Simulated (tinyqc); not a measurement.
Harmonic frequencies on the RHF/sto-3g surface (energies and gradients from PySCF), for BeH2, spin multiplicity 1, step by step. One step of it, computed by the program tinyqc.

Question. One row of the Hessian: 2Hy. Displace 2Hy by +/-0.005 bohr; H(k, :) = (g(+) - g(-)) / (2 delta).

optimised positions (bohr):
```
            x          y         z
1Be  0.006944  -0.041588  0.017011
2H   0.004181   2.397204  0.026870
3H   0.009662  -2.480338  0.007141
```

gradient at +delta (hartree/bohr):
```
               x            y            z
1Be   0.00000221  -0.00120521  -0.00000418
2H   -0.00000178   0.00119803   0.00000449
3H   -0.00000043   0.00000718  -0.00000031
```

gradient at -delta (hartree/bohr):
```
               x            y            z
1Be  -0.00000027   0.00119675   0.00000467
2H    0.00000080  -0.00118595  -0.00000472
3H   -0.00000053  -0.00001080   0.00000004
```

Give: row of the Hessian.

Answer.

row of the Hessian (hartree/bohr^2): 1Bex 0.00025, 1Bey -0.24020, 1Bez -0.00088, 2Hx -0.00026, 2Hy 0.23840, 2Hz 0.00092, 3Hx 0.00001, 3Hy 0.00180, 3Hz -0.00004
